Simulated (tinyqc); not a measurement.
# One level coupled to a phonon between two leads, self-consistent Born approximation, step by step

Computed by the program tinyqc: `OMP_NUM_THREADS=1 python tinyqc.py 2720111 2720112 out.jsonl`, one thread of a shared Intel Xeon 2.30GHz, about 0.2 s for the whole run. Printed values are rounded.

Wide-band leads with mu_L = +V/2 and mu_R = -V/2; phonons in equilibrium, Nq = 1/(exp(w0/kB T) - 1). Scattering links only energies that differ by w0, so a ladder E_k = E1 + k w0 closes on itself; terms that reach past its ends are dropped. Gn and Gp are the electron and hole parts of the spectral function A = Gn + Gp.

Parameters, values chosen for the exercise:
- T = 77 K (temperature of leads and phonons)
- w0 = 80 meV (phonon energy)
- ed = 51 meV (level)
- GL = 63 meV (coupling to the left lead)
- GR = 35 meV (coupling to the right lead)
- M = 19 meV (electron-phonon matrix element)
- V = 233 mV (bias)
- nr = 6 (rungs of the ladder shown)
- E1 = -176 meV (lowest rung)

Constants: q = 1.602176634e-19 C, kB = 1.380649e-23 J/K, Vt = kB T/q. Results are converted to the units shown.

Range of the model: The self-consistent Born approximation keeps only non-crossing phonon lines and no Hartree shift; it is rough once the coupling nears the phonon energy.

## The ladder and the first Green functions

|G|^2 = 1/[(E - ed)^2 + (GL + GR + Sin + Sout)^2/4], Gn = |G|^2 (GL fL + GR fR + Sin), Gp = |G|^2 (GL (1 - fL) + GR (1 - fR) + Sout), f = 1/(1 + exp((E - mu)/kB T)). On a single ladder the real part of the phonon self-energy, which needs all energies, is left out. At the start Sin = Sout = 0.

E, rung 0 to 5 (meV): [-176, -96, -16, 64, 144, 224]
fL, rung 0 to 5: [1, 1, 1.000000, 0.9996339, 0.01560446, 9.203351e-8]
fR, rung 0 to 5: [0.9998725, 0.04354185, 2.643063e-7, 1.534527e-12, 8.909254e-18, 5.172591e-23]
Gn, rung 0 to 5 (1/meV): [0.001817088, 0.002687379, 0.009143688, 0.02450464, 8.896663e-5, 1.793415e-10]
Gp, rung 0 to 5 (1/meV): [8.275766e-8, 0.001394254, 0.005079825, 0.01362765, 0.008779812, 0.003031240]
Nq = 5.805897e-6

## Iteration 1: scattering functions

Sin(E) = M^2 [(Nq + 1) Gn(E + w0) + Nq Gn(E - w0)], Sout(E) = M^2 [(Nq + 1) Gp(E - w0) + Nq Gp(E + w0)]. Nq = 1/(exp(w0/kB T) - 1).

Sin, rung 0 to 5 (meV): [0.9701494, 3.300894, 8.846233, 0.03213630, 5.142473e-5, 1.864677e-7]
Sout, rung 0 to 5 (meV): [2.922257e-6, 4.052264e-5, 0.5033571, 1.833846, 4.919617, 3.169530]

## Iteration 1: Green functions

|G|^2 = 1/[(E - ed)^2 + (GL + GR + Sin + Sout)^2/4], Gn = |G|^2 (GL fL + GR fR + Sin), Gp = |G|^2 (GL (1 - fL) + GR (1 - fR) + Sout), f = 1/(1 + exp((E - mu)/kB T)). On a single ladder the real part of the phonon self-energy, which needs all energies, is left out.

Gn after iteration 1, rung 0 to 5 (1/meV): [0.001833453, 0.002805640, 0.009748494, 0.02366712, 8.702511e-5, 1.842099e-10]
Gp after iteration 1, rung 0 to 5 (1/meV): [8.273855e-8, 0.001384770, 0.004817290, 0.01384399, 0.009023236, 0.003114076]

## Iteration 2: scattering functions

As before.

Sin, rung 0 to 5 (meV): [1.012842, 3.519231, 8.543887, 0.03143668, 4.967111e-5, 1.823984e-7]
Sout, rung 0 to 5 (meV): [2.902379e-6, 3.996549e-5, 0.4999338, 1.739071, 4.997717, 3.257407]

## Iteration 2: Green functions

As before.

Gn after iteration 2, rung 0 to 5 (1/meV): [0.001834172, 0.002813383, 0.009729105, 0.02370930, 8.699400e-5, 1.840595e-10]
Gp after iteration 2, rung 0 to 5 (1/meV): [8.273494e-8, 0.001384136, 0.004827561, 0.01383315, 0.009026937, 0.003116354]

## Course of the iteration

Repeat until no Sin or Sout changes by more than 1e-9 meV.

Course of the iteration:
```
iteration  largest Sin + Sout (meV)  largest change (meV)
1                          9.349590                  8.85
2                          9.043821                 0.302
3                          9.058817                0.0152
4                          9.058229               5.95e-4
5                          9.058261               3.23e-5
6                          9.058260               1.26e-6
7                          9.058260               6.81e-8
8                          9.058260               2.64e-9
9                          9.058260              1.43e-10
```

Converged in 9 iterations; the change shrinks by about 0.046 a step.

## Currents on the rungs

converged Gn, rung 0 to 5 (1/meV): [0.001834217, 0.002813148, 0.009730076, 0.02370773, 8.699550e-5, 1.840572e-10]
converged Gp, rung 0 to 5 (1/meV): [8.273471e-8, 0.001384155, 0.004827023, 0.01383357, 0.009026759, 0.003116387]

Spectral currents into the level: iL = GL [fL Gp - (1 - fL) Gn], iR = GR [fR Gp - (1 - fR) Gn].

iL, rung 0 to 5: [0.0000052, 0.0872018, 0.3041025, 0.8706487, 0.0034788, 0.0000000]
iR, rung 0 to 5: [-0.0000053, -0.0920636, -0.3405525, -0.8297707, -0.0030448, 0.0000000]
iL + iR, rung 0 to 5: [-0.00000008, -0.00486185, -0.03645007, 0.04087799, 0.00043400, 0.00000000]
sum of iL = 1.265437

On a single rung iL + iR need not vanish (largest 0.041), since phonons move electrons between rungs; summed over the ladder it does.
